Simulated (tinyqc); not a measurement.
Stoner model of a band magnet at zero temperature: one step, computed by the program tinyqc. Command: `OMP_NUM_THREADS=1 python tinyqc.py 3021957 3021958 out.jsonl stoner walk`. One thread of a shared host (Intel(R) Xeon(R) Processor @ 2.30GHz), about 0.01 s of CPU time with the checks.

Five orbitals per spin share one band; u = (E - E_bottom)/W runs from 0 to 1, and the states per spin, atom and energy are g = 5 d(u)/W with d = 1 - c cos(4 pi u). N(u) is the integral of d from 0. The moment m = n_up - n_down (electrons per atom) moves the fillings to n +/- m/10; the energy is E(m) = E_band(m) - I m^2/4.

Problem. The paramagnetic state. Solve N(u_F) = n; g_F = 5 d(u_F)/W; the Stoner product is I g_F.

Inputs (values chosen for the exercise, for a model d band):
```
quantity                    value  unit
band width W                  6.7    eV
filling n per spin orbital   0.69     -
Stoner parameter I            1.2    eV
depth c of the valley        0.45     -
```

Density of states: two peaks.

Give: u_F; g_F; Stoner product I g_F.

Solution.

u_F = 0.70802

g_F = 1.0364 1/eV

Stoner product I g_F = 1.2437

I g_F > 1: the paramagnet is unstable.
